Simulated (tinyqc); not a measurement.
Current gain against temperature: heavy doping: gap narrowing, degeneracy and the minority density.

F_j(eta) = (1/Gamma(j + 1)) integral_0^infinity x^j dx/(1 + exp(x - eta)), which tends to exp(eta) for eta << 0.

Empirical narrowing (Slotboom form, constants chosen for the exercise; published fits of this form give the apparent narrowing, here it is taken as the true one): dEg = E0 [ln(N/N0) + sqrt(ln(N/N0)^2 + C)].

Majority: N = Nv F_1/2(eta), eta the distance of EF beyond the majority band edge in kT. Degeneracy factor gam = F_1/2(eta)/exp(eta). ni0^2 = Nc Nv exp(-Eg/kT); product n p = ni0^2 gam exp(dEg/kT), dEg the true narrowing; apparent narrowing dEa = dEg + kT ln gam; minority density = n p/N.

Bipolar transistor with N as emitter doping: beta = K (N/NB) exp((dEa_B + dG - dEa_E)/kT), dEa_E = dEg(N) + kT ln gam, dEa_B = dEg(NB). For the sweep in T, Nv is scaled as (T/T0)^(3/2) from its value at T0 = T.

Constants: kB = 8.617333262e-05 eV/K.

Parameters, chosen for this exercise (gap and densities of states near those of GaAs at this temperature; narrowing constants of the size fitted for Si, not for this material; the results hold for these values, not for the real material): Eg = 1.407 eV (gap); Nc = 5.66e+17 1/cm^3 (conduction-band density of states); Nv = 1.15e+19 1/cm^3 (valence-band density of states); T = 350 K; E0 = 9.18 meV (narrowing scale); N0 = 8.8e+16 1/cm^3 (onset density); C = 0.5 (smoothing constant); N = 1e+19 1/cm^3 (ionised acceptors, equal to the majority density); NB = 5e+17 1/cm^3 (base doping); K = 3.8 (ratio (D_B W_E)/(D_E W_B)); dG = 120 meV (extra narrowing of the base by alloying).

Gain:

| T (K) | beta | beta with dG = 0 | without narrowing |
|---|---|---|---|
| 150 | 3.53e+04 | 3.28 | 76.0 |
| 200 | 6.91e+03 | 6.54 | 76.0 |
| 250 | 2.65e+03 | 10.1 | 76.0 |
| 300 | 1.42e+03 | 13.7 | 76.0 |
| 350 | 912 | 17.1 | 76.0 |
| 400 | 658 | 20.2 | 76.0 |
| 450 | 511 | 23.1 | 76.0 |

dEa_B + dG - dEa_E at T0 = 74.9 meV

beta is 3.53e+04 at 150 K and 511 at 450 K, since the net exponent is positive: the gap is narrower in the base. At 300 K narrowing and degeneracy change the gain by a factor 0.18 and alloying the base by 104.

Program tinyqc; command `OMP_NUM_THREADS=1 python tinyqc.py 1682054 1682055 out.jsonl`; about 0.01 s on one thread of a shared Intel(R) Xeon(R) Processor @ 2.30GHz.
